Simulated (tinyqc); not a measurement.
# Convergence with the phonon basis

Model: Holstein polaron on two sites. Computed by tinyqc, a small Python program. Command: `OMP_NUM_THREADS=1 python tinyqc.py 3015586 3015587 out.jsonl holstein sweep`. One thread of a shared host (Intel(R) Xeon(R) Processor @ 2.30GHz), about 0.03 s of CPU time with the checks.

One electron on sites 1 and 2: H = -t (c1+ c2 + c2+ c1) + hbar omega sum_i b_i+ b_i - g hbar omega sum_i n_i (b_i + b_i+). The symmetric phonon shifts the energy by -g^2 hbar omega/2 and drops out; with b = (b_1 - b_2)/sqrt(2) there remains H = -t sigma_x + hbar omega b+ b - (g hbar omega/sqrt(2)) sigma_z (b + b+). Parity splits it into blocks p = +1 and -1 over phonon numbers n. Zero-point energies are left out. Weights Z refer to mode b alone; the displaced symmetric mode multiplies the full zero-phonon weight by exp(-g^2/2).

Inputs (values chosen for the exercise, for a model dimer): hopping t = 20 meV; phonon energy hbar omega = 21.8 meV; coupling g = 1.32.

Method:
- Block p: H_nn = n hbar omega - p t (-1)^n - g^2 hbar omega/2, H_(n,n+1) = -(g hbar omega/sqrt(2)) sqrt(n + 1).
- Take p = +1 and n = 0..N-1.
- Diagonalise H; the eigenvector has its largest component positive; Z is the weight of n = 0.
- Use 60 levels in both blocks; Z = c_0^2 is the weight of n = 0 in the ground state c; the splitting is the lowest odd level less the lowest even one, which without coupling is the smaller of 2t and hbar omega; <sigma_x> = sum (-1)^n c_n^2 measures the kinetic energy.

One run for each value:
```
phonon levels kept N  Z in the small basis  weight Z of n = 0 in mode b
2                                  0.91759                      0.77753
3                                  0.83990                      0.77753
4                                  0.79601                      0.77753
5                                  0.78177                      0.77753
6                                  0.77826                      0.77753
8                                  0.77754                      0.77753
10                                 0.77753                      0.77753
14                                 0.77753                      0.77753
20                                 0.77753                      0.77753
```

Describe and explain the trends.

Over the rows, Z in the small basis falls from 0.918 to 0.778, flat over part of the range. Z is within 0.1 % of the converged value from N = 6 on; the basis must reach well beyond the displacement, about g^2/2 = 0.87 quanta in mode b at strong coupling. The second column uses 60 levels in every row.

Extremes, crossings and ranges named in words are read from the listed rows.
